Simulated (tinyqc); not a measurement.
Inside a calculation. Method: plane-wave Kohn-Sham cycle with exchange-only LDA in a layered model solid. One step of it, computed by the program tinyqc.

Question. Iteration 1: Hamiltonian at one k. H(m,m') = (k + G_m)^2/2 delta + V(G_m - G_m'), with V(-G) = V(G).

A solid whose potential varies along x alone (atomic units):
```
parameter                      value
period a                   16.400000
cross-section of the cell  27.000000
electrons per cell                 4
grid points                       16
plane waves -n..n, n               2
k points                           3
V1 in V1 cos(2 pi x/a)     -0.780000
V2 in V2 cos(4 pi x/a)     -0.090000
```

V(G_m), m = 0, 1, 2, ... (hartree): -0.205088  -0.390000  -0.045000  0.000000  0.000000

k = 0.000000 2 pi / a

Give: H.

Answer.

H (hartree), lower triangle:
```
         -2       -1       +0       +1      +2
-2   0.0885
-1  -0.3900  -0.1317
+0  -0.0450  -0.3900  -0.2051
+1   0.0000  -0.0450  -0.3900  -0.1317
+2   0.0000   0.0000  -0.0450  -0.3900  0.0885
```
